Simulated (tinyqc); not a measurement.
Capacitances against the distance to each plane.

Endless row of lines of width wl, height tl and space sl between grounded planes at distance hd; e2 fills the gaps beside the lines, e1 the rest. Laplace's equation is solved on meshes of 3, 6 and 12 steps per unit u and extrapolated (Aitken), which is good to about 0.2 %. C_even (all lines at 1 V) is the capacitance Cg to the planes; C_odd (neighbours in antiphase) = Cg + 4 Cc if only nearest neighbours couple, which defines Cc; total with quiet neighbours Cg + 2 Cc. Plate values 2 eps0 e1 wl/hd and eps0 e2 tl/sl.

Parameters, values chosen for the exercise: relative permittivity above and below the lines e1 = 2.7; relative permittivity between the lines e2 = 2.7; line width, in units u wl = 6 u; line height tl = 8 u; space between lines sl = 8 u.

Constants: eps0 = 8.8541878128e-12 F/m. Results are converted to the units shown.

The same in every row: plate Cc (aF/um) = 23.9.

Capacitances against the distance to each plane:
```
hd (u),Cg (aF/um),Cc (aF/um),Cg + 2 Cc (aF/um),C_odd (aF/um),plate Cg (aF/um),"share of coupling, 2 Cc/(Cg + 2 Cc) (%)"
2,246,13.6,273,301,143,9.96
3,177,17.2,212,246,95.6,16.3
4,140,20.3,180,221,71.7,22.5
5,115,23.0,161,207,57.4,28.5
6,98.3,25.3,149,199,47.8,33.9
8,76.0,28.9,134,192,35.9,43.2
10,61.9,31.7,125,189,28.7,50.6
```

As hd goes from 2 to 10, Cg falls from 246 to 61.9 aF/um, Cc rises from 13.6 to 31.7 aF/um and the share of coupling rises from 9.96 to 50.6 %. Cg is 1.72 times its plate value in the first row and 2.16 times in the last; for Cc the ratios are 0.570 and 1.33. Neighbours in antiphase raise the load by a factor of 1.10 and 1.51 over quiet ones.

Computed by the program tinyqc: `OMP_NUM_THREADS=1 python tinyqc.py 2790201 2790202 out.jsonl`, one thread of a shared Intel Xeon 2.30GHz, about 1 s for the whole run.
